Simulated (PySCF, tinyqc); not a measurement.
Worked calculation: CCSD on RHF in the sto-3g basis, for H6, spin multiplicity 1. The lowest restricted solution is unstable here: a spin-polarised one lies 0.0097 hartree lower (PySCF). Computed by tinyqc, a small Python program that keeps every step (integrals from PySCF). Settings: charge = 0, multiplicity = 1, basis = sto-3g, method = RHF, energy threshold = 1e-10, iteration cap = 66, orthogonalisation = canonical, start = Wolfsberg-Helmholz matrix, DIIS depth = 6, amplitude equations = CCSD, DIIS depth for amplitudes = 6, cap on updates = 73. Command: `OMP_NUM_THREADS=1 python tinyqc.py 29931 29932 out.jsonl` (the two numbers bound the seeds that draw the settings). One thread of a shared host (Intel(R) Xeon(R) Processor @ 2.60GHz), about 0.3 s of CPU time with the checks. The early iterations of the SCF are left out here.

## One-electron integrals

Geometry (angstrom):
```
atom       x       y       z
H     0.0000  0.0000  0.0000
H     0.0000  0.0000  1.1570
H     0.0000  0.0000  2.5010
H     0.0000  0.0000  3.6570
H     0.0000  0.0000  5.0010
H     0.0000  0.0000  6.1580
```

Basis sto-3g: exponents (1/bohr^2) and contraction coefficients of normalised primitives:
```
element  l (shell)  exponent  coefficient
H            s (1)    3.4253       0.1543
H            s (1)    0.6239       0.5353
H            s (1)    0.1689       0.4446
```

Overlap, kinetic and nuclear-attraction integrals over the contracted functions; the nuclear repulsion is the sum of Za Zb / Rab.

nuclear repulsion = 3.731116 hartree

overlap S, lower triangle:
```
        1H 1s   2H 1s   3H 1s   4H 1s   5H 1s   6H 1s
1H 1s  1.0000
2H 1s  0.4091  1.0000
3H 1s  0.0494  0.3194  1.0000
4H 1s  0.0041  0.0495  0.4096  1.0000
5H 1s  0.0001  0.0026  0.0495  0.3194  1.0000
6H 1s  0.0000  0.0001  0.0041  0.0494  0.4091  1.0000
```

kinetic energy T (hartree), lower triangle:
```
         1H 1s    2H 1s    3H 1s    4H 1s   5H 1s   6H 1s
1H 1s   0.7600
2H 1s   0.0629   0.7600
3H 1s  -0.0107   0.0270   0.7600
4H 1s  -0.0023  -0.0107   0.0632   0.7600
5H 1s  -0.0001  -0.0016  -0.0107   0.0270  0.7600
6H 1s   0.0000  -0.0001  -0.0023  -0.0107  0.0629  0.7600
```

nuclear attraction V (hartree), lower triangle:
```
         1H 1s    2H 1s    3H 1s    4H 1s    5H 1s    6H 1s
1H 1s  -2.2244
2H 1s  -0.8825  -2.5222
3H 1s  -0.1022  -0.7224  -2.6354
4H 1s  -0.0084  -0.1075  -0.9814  -2.6354
5H 1s  -0.0002  -0.0055  -0.1075  -0.7224  -2.5222
6H 1s   0.0000  -0.0002  -0.0084  -0.1022  -0.8825  -2.2244
```

core Hamiltonian H = T + V (hartree), lower triangle:
```
         1H 1s    2H 1s    3H 1s    4H 1s    5H 1s    6H 1s
1H 1s  -1.4644
2H 1s  -0.8196  -1.7622
3H 1s  -0.1129  -0.6954  -1.8754
4H 1s  -0.0107  -0.1182  -0.9183  -1.8754
5H 1s  -0.0003  -0.0071  -0.1182  -0.6954  -1.7622
6H 1s   0.0000  -0.0003  -0.0107  -0.1129  -0.8196  -1.4644
```

## Two-electron integrals

Functions are numbered as in S; the eight-fold symmetry (ij|kl) = (ji|kl) = (kl|ij) leaves the list below.

Two-electron integrals (ij|kl) in chemists' order, unique and non-zero (hartree):
```
(11|11) 0.7746     (21|11) 0.2428     (21|21) 0.1030     (22|11) 0.4300
(22|21) 0.2428     (22|22) 0.7746     (31|11) 0.0203     (31|21) 0.0099
(31|22) 0.0277     (31|31) 0.0012     (32|11) 0.0937     (32|21) 0.0529
(32|22) 0.1792     (32|31) 0.0078     (32|32) 0.0600     (33|11) 0.2115
(33|21) 0.1137     (33|22) 0.3807     (33|31) 0.0203     (33|32) 0.1792
(33|33) 0.7746     (41|11) 0.0012     (41|21) 0.0007     (41|22) 0.0020
(41|31) 9.05e-05   (41|32) 0.0007     (41|33) 0.0020     (41|41) 7.74e-06
(42|11) 0.0113     (42|21) 0.0061     (42|22) 0.0204     (42|31) 0.0010
(42|32) 0.0078     (42|33) 0.0278     (42|41) 9.07e-05   (42|42) 0.0012
(43|11) 0.0709     (43|21) 0.0362     (43|22) 0.1139     (43|31) 0.0061
(43|32) 0.0530     (43|33) 0.2432     (43|41) 0.0007     (43|42) 0.0099
(43|43) 0.1033     (44|11) 0.1447     (44|21) 0.0708     (44|22) 0.2116
(44|31) 0.0113     (44|32) 0.0938     (44|33) 0.4302     (44|41) 0.0012
(44|42) 0.0204     (44|43) 0.2432     (44|44) 0.7746     (51|11) 2.29e-05
(51|21) 1.21e-05   (51|22) 3.91e-05   (51|31) 1.95e-06   (51|32) 1.59e-05
(51|33) 5.92e-05   (51|41) 1.88e-07   (51|42) 2.48e-06   (51|43) 2.11e-05
(51|44) 4.28e-05   (51|51) 5.30e-09   (52|11) 4.59e-04   (52|21) 2.35e-04
(52|22) 0.0007     (52|31) 3.84e-05   (52|32) 3.19e-04   (52|33) 0.0013
(52|41) 3.91e-06   (52|42) 5.63e-05   (52|43) 0.0005     (52|44) 0.0013
(52|51) 1.21e-07   (52|52) 3.10e-06   (53|11) 0.0071     (53|21) 0.0035
(53|22) 0.0104     (53|31) 0.0006     (53|32) 0.0046     (53|33) 0.0204
(53|41) 5.87e-05   (53|42) 0.0009     (53|43) 0.0099     (53|44) 0.0278
(53|51) 1.95e-06   (53|52) 5.63e-05   (53|53) 0.0012     (54|11) 0.0392
(54|21) 0.0186     (54|22) 0.0538     (54|31) 0.0028     (54|32) 0.0222
(54|33) 0.0938     (54|41) 2.92e-04   (54|42) 0.0046     (54|43) 0.0530
(54|44) 0.1792     (54|51) 9.91e-06   (54|52) 3.19e-04   (54|53) 0.0078
(54|54) 0.0600     (55|11) 0.1058     (55|21) 0.0491     (55|22) 0.1377
(55|31) 0.0071     (55|32) 0.0538     (55|33) 0.2116     (55|41) 0.0007
(55|42) 0.0104     (55|43) 0.1139     (55|44) 0.3807     (55|51) 2.29e-05
(55|52) 0.0007     (55|53) 0.0204     (55|54) 0.1792     (55|55) 0.7746
(61|11) 3.69e-07   (61|21) 1.87e-07   (61|22) 5.84e-07   (61|31) 3.07e-08
(61|32) 2.56e-07   (61|33) 1.08e-06   (61|42) 4.62e-08   (61|43) 4.58e-07
(61|44) 1.08e-06   (61|53) 4.62e-08   (61|54) 2.56e-07   (61|55) 5.84e-07
(62|11) 1.56e-05   (62|21) 7.66e-06   (62|22) 2.29e-05   (62|31) 1.21e-06
(62|32) 9.91e-06   (62|33) 4.28e-05   (62|41) 1.27e-07   (62|42) 1.95e-06
(62|43) 2.11e-05   (62|44) 5.92e-05   (62|52) 1.21e-07   (62|53) 2.48e-06
(62|54) 1.59e-05   (62|55) 3.91e-05   (62|62) 5.30e-09   (63|11) 0.0005
(63|21) 2.44e-04   (63|22) 0.0007     (63|31) 3.69e-05   (63|32) 2.92e-04
(63|33) 0.0012     (63|41) 3.81e-06   (63|42) 5.87e-05   (63|43) 0.0007
(63|44) 0.0020     (63|51) 1.27e-07   (63|52) 3.91e-06   (63|53) 9.07e-05
(63|54) 0.0007     (63|55) 0.0020     (63|62) 1.88e-07   (63|63) 7.74e-06
(64|11) 0.0054     (64|21) 0.0025     (64|22) 0.0071     (64|31) 3.66e-04
(64|32) 0.0028     (64|33) 0.0113     (64|41) 3.69e-05   (64|42) 0.0006
(64|43) 0.0061     (64|44) 0.0203     (64|51) 1.21e-06   (64|52) 3.84e-05
(64|53) 0.0010     (64|54) 0.0078     (64|55) 0.0277     (64|61) 3.07e-08
(64|62) 1.95e-06   (64|63) 9.05e-05   (64|64) 0.0012     (65|11) 0.0389
(65|21) 0.0178     (65|22) 0.0491     (65|31) 0.0025     (65|32) 0.0186
(65|33) 0.0708     (65|41) 2.44e-04   (65|42) 0.0035     (65|43) 0.0362
(65|44) 0.1137     (65|51) 7.66e-06   (65|52) 2.35e-04   (65|53) 0.0061
(65|54) 0.0529     (65|55) 0.2428     (65|61) 1.87e-07   (65|62) 1.21e-05
(65|63) 0.0007     (65|64) 0.0099     (65|65) 0.1030     (66|11) 0.0859
(66|21) 0.0389     (66|22) 0.1058     (66|31) 0.0054     (66|32) 0.0392
(66|33) 0.1447     (66|41) 0.0005     (66|42) 0.0071     (66|43) 0.0709
(66|44) 0.2115     (66|51) 1.56e-05   (66|52) 4.59e-04   (66|53) 0.0113
(66|54) 0.0937     (66|55) 0.4300     (66|61) 3.69e-07   (66|62) 2.29e-05
(66|63) 0.0012     (66|64) 0.0203     (66|65) 0.2428     (66|66) 0.7746
```

## Orthogonalisation

S = U s U^T; canonical form X = U s^(-1/2), so that X^T S X = 1. Each column of U has its largest component positive (the first on a tie).

eigenvalues of S: 0.4043  0.5286  0.7173  1.1520  1.4662  1.7316

X:
```
             1        2        3        4        5       6
1H 1s   0.3736  -0.5959   0.5678   0.4579   0.3806  0.2021
2H 1s  -0.6363   0.7212  -0.3358   0.2247   0.4174  0.3104
3H 1s   0.8320  -0.2658  -0.5118  -0.4170   0.1483  0.3893
4H 1s  -0.8320  -0.2658   0.5118  -0.4170  -0.1483  0.3893
5H 1s   0.6363   0.7212   0.3358   0.2247  -0.4174  0.3104
6H 1s  -0.3736  -0.5959  -0.5678   0.4579  -0.3806  0.2021
```

## Iteration 7 (converged): orbitals

converged F (hartree), lower triangle:
```
         1H 1s    2H 1s    3H 1s    4H 1s    5H 1s    6H 1s
1H 1s  -0.2017
2H 1s  -0.4137  -0.2459
3H 1s  -0.0747  -0.2533  -0.2475
4H 1s   0.0090  -0.0736  -0.4123  -0.2475
5H 1s   0.0021  -0.0045  -0.0736  -0.2533  -0.2459
6H 1s  -0.0047   0.0021   0.0090  -0.0747  -0.4137  -0.2017
```

Diagonalise F' = X^T F X, C = X C', fill 3 alpha and 3 beta electrons from the bottom; D = 2 C_occ C_occ^T. Each column has its largest component positive (the first on a tie).

F' = X^T F X (hartree), lower triangle:
```
        1        2        3        4        5        6
1  0.6496
2  0.0000   0.4164
3  0.0140   0.0000   0.1958
4  0.0000  -0.0574   0.0000  -0.3380
5  0.0314   0.0000  -0.0201   0.0000  -0.4615
6  0.0000   0.0144   0.0000   0.0017   0.0000  -0.5471
```

orbital energies (hartree): MO1 -0.5474, MO2 -0.4630, MO3 -0.3423, MO4 0.1960, MO5 0.4210, MO6 0.6508

coefficients C:
```
          MO1      MO2      MO3      MO4      MO5      MO6
1H 1s  0.2057   0.3872  -0.4146   0.5444  -0.6256   0.4006
2H 1s  0.2963   0.4248  -0.2824  -0.3306   0.7067  -0.6341
3H 1s  0.3985   0.1086   0.4304  -0.5399  -0.2279   0.8203
4H 1s  0.3985  -0.1086   0.4304   0.5399  -0.2279  -0.8203
5H 1s  0.2963  -0.4248  -0.2824   0.3306   0.7067   0.6341
6H 1s  0.2057  -0.3872  -0.4146  -0.5444  -0.6256  -0.4006
```

D after iteration 7, lower triangle:
```
         1H 1s    2H 1s    3H 1s    4H 1s   5H 1s   6H 1s
1H 1s   0.7281
2H 1s   0.6850   0.6960
3H 1s  -0.1089   0.0852   0.7118
4H 1s  -0.2770  -0.0992   0.6646   0.7118
5H 1s   0.0272  -0.0257  -0.0992   0.0852  0.6960
6H 1s   0.1286   0.0272  -0.2770  -0.1089  0.6850  0.7281
```

## Convergence

Stop when the energy changes by less than 1e-10 hartree and every element of the error matrix X^T (F D S - S D F) X is below 3e-06.

Course of the cycle:
```
iteration  E (hartree)     change  largest element of the error matrix
1            -2.981925          -                             2.52e-01
2            -3.043661  -6.17e-02                             5.38e-02
3            -3.046265  -2.60e-03                             1.14e-02
4            -3.046622  -3.57e-04                             4.53e-04
5            -3.046622  -1.93e-07                             1.07e-04
6            -3.046622  -1.05e-08                             3.27e-06
7            -3.046622  -1.11e-11                             3.94e-08
```

PySCF RHF in the same basis = -3.046622 hartree

Converged in 7 iterations.

## Integrals over molecular orbitals

(pq|rs) = sum C_ip C_jq C_kr C_ls (ij|kl), one index at a time.

one-electron integrals over orbitals h = C^T H C (hartree), lower triangle:
```
         1        2        3        4        5        6
1  -1.9467
2   0.0000  -1.7574
3  -0.1212   0.0000  -1.7209
4   0.0000   0.1553   0.0000  -1.5119
5  -0.0662   0.0000   0.1289   0.0000  -1.3003
6   0.0000   0.0478   0.0000   0.1265   0.0000  -1.2704
```

Two-electron integrals over orbitals (pq|rs), unique and non-zero (hartree):
```
(11|11) 0.3743    (21|21) 0.1237    (22|11) 0.2948    (22|22) 0.3467
(31|11) 0.0747    (31|22) -0.0490   (31|31) 0.1171    (32|21) -0.1105
(32|32) 0.1293    (33|11) 0.3381    (33|22) 0.3056    (33|31) 0.0342
(33|33) 0.3376    (41|21) -0.0400   (41|32) -0.0104   (41|41) 0.0839
(42|11) -0.0590   (42|22) 0.0016    (42|31) -0.0518   (42|33) -0.0084
(42|42) 0.0764    (43|21) -0.0650   (43|32) 0.0620    (43|41) 0.0153
(43|43) 0.0878    (44|11) 0.3397    (44|22) 0.3062    (44|31) 0.0334
(44|33) 0.3321    (44|42) -0.0149   (44|44) 0.3432    (51|11) 0.0085
(51|22) 0.0291    (51|31) -0.0248   (51|33) -0.0132   (51|42) -0.0389
(51|44) -0.0076   (51|51) 0.0519    (52|21) 0.0279    (52|32) 0.0052
(52|41) -0.0563   (52|43) 0.0434    (52|52) 0.0942    (53|11) -0.0636
(53|22) -0.0020   (53|31) -0.0539   (53|33) -0.0173   (53|42) 0.0739
(53|44) -0.0141   (53|51) -0.0356   (53|53) 0.0779    (54|21) -0.1112
(54|32) 0.1254    (54|41) -0.0050   (54|43) 0.0636    (54|52) 0.0045
(54|54) 0.1327    (55|11) 0.3057    (55|22) 0.3518    (55|31) -0.0433
(55|33) 0.3152    (55|42) -0.0009   (55|44) 0.3213    (55|51) 0.0291
(55|53) -0.0032   (55|55) 0.3711    (61|21) 0.0015    (61|32) 0.0179
(61|41) -0.0303   (61|43) -0.0543   (61|52) -0.0371   (61|54) 0.0161
(61|61) 0.0721    (62|11) -0.0116   (62|22) -0.0317   (62|31) 0.0233
(62|33) 0.0067    (62|42) 0.0367    (62|44) 0.0088    (62|51) -0.0495
(62|53) 0.0387    (62|55) -0.0314   (62|62) 0.0514    (63|21) 0.0421
(63|32) 0.0048    (63|41) -0.0815   (63|43) -0.0164   (63|52) 0.0572
(63|54) 0.0062    (63|61) 0.0296    (63|63) 0.0857    (64|11) -0.0770
(64|22) 0.0444    (64|31) -0.1149   (64|33) -0.0356   (64|42) 0.0543
(64|44) -0.0368   (64|51) 0.0227    (64|53) 0.0559    (64|55) 0.0465
(64|62) -0.0228   (64|64) 0.1233    (65|21) -0.1276   (65|32) 0.1154
(65|41) 0.0414    (65|43) 0.0693    (65|52) -0.0290   (65|54) 0.1199
(65|61) -0.0021   (65|63) -0.0458   (65|65) 0.1415    (66|11) 0.3947
(66|22) 0.3119    (66|31) 0.0786    (66|33) 0.3586    (66|42) -0.0638
(66|44) 0.3650    (66|51) 0.0098    (66|53) -0.0696   (66|55) 0.3304
(66|62) -0.0134   (66|64) -0.0856   (66|66) 0.4336
```

## CCSD: starting amplitudes

t_ij^ab = <ij||ab> / (e_i + e_j - e_a - e_b), whose energy is MP2.

Starting amplitudes (spin orbitals 1a, 1b, ...; amplitudes related by a flip of all spins are not repeated; the 24 largest):
```
from      to        t
3a 3b  4a 4b  -0.0816
2a 2b  4a 4b  -0.0580
1a 1b  4a 4b  -0.0564
2a 2b  5a 5b  -0.0533
2a 3b  4a 5b  -0.0520
3a 3b  5a 5b  -0.0511
1a 3b  4a 6b   0.0469
3a 3b  6a 6b  -0.0432
1a 2b  4a 5b   0.0346
1a 3b  4b 6a  -0.0313
2a 3b  4b 5a   0.0305
2a 3b  5a 6b  -0.0305
1a 1b  6a 6b  -0.0301
1a 1b  5a 5b  -0.0268
1a 2b  4b 5a  -0.0239
1a 2b  5a 6b   0.0238
2a 2b  6a 6b  -0.0231
2a 3a  4a 5a  -0.0215
2a 2b  4a 6b  -0.0207
2a 3b  5b 6a   0.0206
1a 3b  5a 5b   0.0206
1a 2b  5b 6a  -0.0178
1a 3a  4a 6a   0.0156
1a 1b  4a 6b   0.0156
```

correlation energy = -0.078156 hartree

## CCSD: amplitude update 1

t_i^a D_i^a and t_ij^ab D_ij^ab are set to the remaining terms of the spin-orbital equations, evaluated with the old amplitudes; for the doubles these are <ij||ab> + 1/2 <ab||ef> t_ij^ef + 1/2 <mn||ij> t_mn^ab + P(ij)P(ab) <mb||ej> t_im^ae + terms in t^2 + terms with t1, D the orbital-energy denominators.

Amplitudes after update 1 (spin orbitals 1a, 1b, ...; amplitudes related by a flip of all spins are not repeated; the 24 largest):
```
from      to        t
3a 3b  4a 4b  -0.1241
2a 3b  4a 5b  -0.0771
2a 2b  5a 5b  -0.0760
2a 2b  4a 4b  -0.0736
1a 3b  4a 6b   0.0696
1a 1b  4a 4b  -0.0691
3a 3b  5a 5b  -0.0630
2a 3b  4b 5a   0.0525
1a 3b  4b 6a  -0.0504
3a 3b  6a 6b  -0.0498
1a 2b  4a 5b   0.0457
1a 1b  6a 6b  -0.0421
2a 3b  5a 6b  -0.0390
1a 2b  5a 6b   0.0351
2a 2b  4a 6b  -0.0344
1a 3b  5a 5b   0.0342
1a 1b  5a 5b  -0.0339
1a 2b  4b 5a  -0.0334
2a 2b  6a 6b  -0.0282
2a 3b  5b 6a   0.0278
1a 2b  5b 6a  -0.0273
2a 3a  4a 5a  -0.0245
1a 1b  4a 6b   0.0220
1a 3a  4a 6a   0.0193
```

correlation energy = -0.109486 hartree

## CCSD: convergence

E_corr = 1/4 sum <ij||ab> t_ij^ab + 1/2 sum <ij||ab> t_i^a t_j^b; stop when the norm of the change is below 1e-8.

Course of the amplitude iterations:
```
update  correlation energy (hartree)  norm of the change
0                          -0.078156                   -
1                          -0.109486            1.93e-01
2                          -0.123015            8.94e-02
3                          -0.133853            4.26e-02
4                          -0.133957            8.93e-03
5                          -0.133990            5.13e-03
6                          -0.134057            1.25e-03
7                          -0.134063            4.71e-04
8                          -0.134051            1.94e-04
9                          -0.134048            7.64e-05
10                         -0.134051            2.37e-05
11                         -0.134053            6.51e-06
12                         -0.134053            2.13e-06
13                         -0.134053            9.15e-07
14                         -0.134053            4.64e-07
15                         -0.134053            1.24e-07
16                         -0.134053            2.99e-08
17                         -0.134053            1.53e-08
18                         -0.134053            5.53e-09
```

Converged amplitudes (spin orbitals 1a, 1b, ...; amplitudes related by a flip of all spins are not repeated; the 24 largest):
```
from      to        t
3a 3b  4a 4b  -0.1817
2a 3b  4a 5b  -0.1013
2a 2b  5a 5b  -0.0980
1a 3b  4a 6b   0.0885
2a 2b  4a 4b  -0.0817
2a 3b  4b 5a   0.0728
1a 1b  4a 4b  -0.0685
3a 3b  5a 5b  -0.0682
1a 3b  4b 6a  -0.0624
1a 1b  6a 6b  -0.0578
1a 2b  4a 5b   0.0493
3a 3b  6a 6b  -0.0478
1a 2b  5a 6b   0.0477
2a 2b  4a 6b  -0.0422
1a 3b  5a 5b   0.0419
2a 3b  5a 6b  -0.0411
1a 1b  5a 5b  -0.0398
1a 2b  5b 6a  -0.0368
1a 2b  4b 5a  -0.0354
2a 2b  6a 6b  -0.0320
2a 3b  5b 6a   0.0290
2a 3a  4a 5a  -0.0285
1a 3a  4a 6a   0.0261
1a 1b  4a 6b   0.0251
```

CCSD total energy = -3.180675 hartree

T1 diagnostic, norm of the one-spin t1 over sqrt(correlated electrons) = 0.0042

Converged in 18 updates, with DIIS from the third.
